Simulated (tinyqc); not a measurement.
# A chain with two barriers and dephasing by Buettiker voltage probes: resistance against length

Sites 1 to 3 form a chain with hopping -t. Lead L joins site 1 and lead R site 3, both semi-infinite chains with hopping -t and site energy 0. Every site carries a probe with self-energy -i Gamma_p/2 that draws no net current. Linear response at zero temperature: mu_L = 1, mu_R = 0 in units of the bias.

Sigma = t^2 g(E), g(x) = (x - i sqrt(4 t^2 - x^2))/(2 t^2) for |x| < 2 t and (x - sign(x) sqrt(x^2 - 4 t^2))/(2 t^2) otherwise; Gamma = -2 Im Sigma; G = (E - H - Sigma_L - Sigma_R + i Gamma_p/2)^(-1). With Gamma the broadening by one lead, T_RL = Gamma^2 |G_(last,1)|^2, T_pL = Gamma Gamma_p |G_(p,1)|^2, T_pR = Gamma Gamma_p |G_(p,last)|^2, T_pq = Gamma_p^2 |G_(p,q)|^2 for p != q. No current into probe p: W mu = T_pL with W_pp = T_pL + T_pR + sum_q T_pq and W_pq = -T_pq. Then T_eff = T_RL + sum_p T_pR mu_p, and the resistance is (h/2q^2)/T_eff. Without probes means Gamma_p = 0. The list U is repeated k times, each site with its probe.

Values chosen for this exercise: hopping (matrix element -t) t = 2.1 eV; site energies 1 to N U = [6.3, 0, 4.2] eV; Fermi energy E = -3.24 eV; probe broadening Gamma_p gp = 1.1 eV.

Constants: q = 1.602176634e-19 C, h = 6.62607015e-34 J s. Results are converted to the units shown.

Resistance against length:
```
k   sites  T without probes     T_eff  resistance (kohm)
1       3           0.01517   0.05350              241.2
2       6          6.662e-5  0.006435               2006
3       9          2.908e-7  0.003172               4069
4      12          1.269e-9  0.002102               6141
6      18         2.417e-14  0.001255            1.029e4
8      24         4.603e-19  8.944e-4            1.443e4
12     36         1.670e-28  5.681e-4            2.272e4
16     48         6.058e-38  4.162e-4            3.101e4
```

Read the table: what changes, and by how much?

The resistance rises from 241 to 31000 kohm, by 691 kohm a site between k = 8 and 12 and 691 between 12 and 16: Ohm's law, R = R0 + rho N with the extrapolated intercept R0 = -2150 kohm (h/2q^2 = 12.91 kohm). The intercept differs from h/2q^2, since the ends of the chain scatter differently from its bulk, so no mean free path is read from it. Without probes T has fallen to 6.06e-38.

Computed by the program tinyqc: `OMP_NUM_THREADS=1 python tinyqc.py 2700134 2700135 out.jsonl`, one thread of a shared Intel Xeon 2.30GHz, about 0.01 s for the whole run.
